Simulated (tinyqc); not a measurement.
Thermal stress and diffusional relaxation in a metal film: Coble and Nabarro-Herring creep, cooling and holds. Changing the grain size d. Computed by tinyqc, a small Python program. Command: `OMP_NUM_THREADS=1 python tinyqc.py 3029833 3029834 out.jsonl creep sweep`. One thread of a shared host (Intel(R) Xeon(R) Processor @ 2.30GHz), about 0.09 s of CPU time with the checks.

A thin film on a rigid substrate is stress-free at T0. Tension is positive and the film creeps linearly: d sigma/dt = -M (mismatch) dT/dt - sigma/tau.

Inputs (values chosen for the exercise, modelled on silver films on silicon):
```
quantity                           value        unit
biaxial modulus M                    127         GPa
expansion mismatch                  15.8      1e-6/K
atomic volume Omega                   17  angstrom^3
lattice prefactor D0             4.4e-05       m^2/s
lattice energy E                     1.9          eV
boundary prefactor (delta D_b)0  5.5e-15       m^3/s
boundary energy E_b                0.945          eV
stress-free temperature T0           250           C
hold temperature T                   120           C
hold time t                        0.022           h
cooling rate                          10       C/min
```

Constants: k_B = 1.380649e-23 J/K; k_B = 8.617333262e-05 eV/K.

Method:
- Thermoelastic slope = M x mismatch; sigma_0 = slope x (T0 - T).
- Creep rate per stress: Nabarro-Herring 14 D Omega/(k_B T d^2), Coble (14 pi) delta D_b Omega/(k_B T d^3), with D = D0 exp(-E/(k_B T)), delta D_b = (delta D_b)0 exp(-E_b/(k_B T)); 1/tau = M x (sum of both)/2 (biaxial strain rate is half the uniaxial one).
- Temperatures in kelvin are T(C) + 273.15.
- sigma(t) = sigma_0 exp(-t/tau), relaxed part sigma_0 - sigma(t); the grain size where both mechanisms are equal is pi delta D_b/D.
- Cooling from T0 at the constant rate: d sigma/dT = -slope + sigma/(tau(T) x rate), integrated to 25 C (stiff solver, tolerance 1e-9).
- Effective stress-free temperature T_eff = 25 C + sigma/slope.

One run for each value:
```
grain size d (um)  relaxation time tau (h)  stress at 25 C (MPa)  effective stress-free temperature (C)
0.062                            1.789e-03                 114.9                                   82.2
0.130                            1.649e-02                 168.2                                  108.8
0.260                            1.319e-01                 226.0                                  137.6
0.550                            1.249e+00                 298.9                                  174.0
1.100                            9.990e+00                 378.1                                  213.4
2.300                            9.132e+01                 437.9                                  243.2
4.800                            8.301e+02                 449.9                                  249.2
10.000                           7.506e+03                 451.3                                  249.9
```

Over the rows, relaxation time tau (h) rises from 0.00179 to 7510 (exponent d ln y / d ln x about 3.0 throughout); stress at 25 C (MPa) rises from 115 to 451 (exponent d ln y / d ln x 0.52 between the first rows and 0.0043 between the last). The exponent of relaxation time tau stays at 3: Coble creep. Fine grains creep fast, so the film stays relaxed to a lower temperature and keeps less stress. Left out: 0.0300 (the stress of the hold has relaxed completely).

Caution (all rows): bulk creep laws overstate relaxation in a bonded film, and dislocation glide would cap stresses above the yield stress.
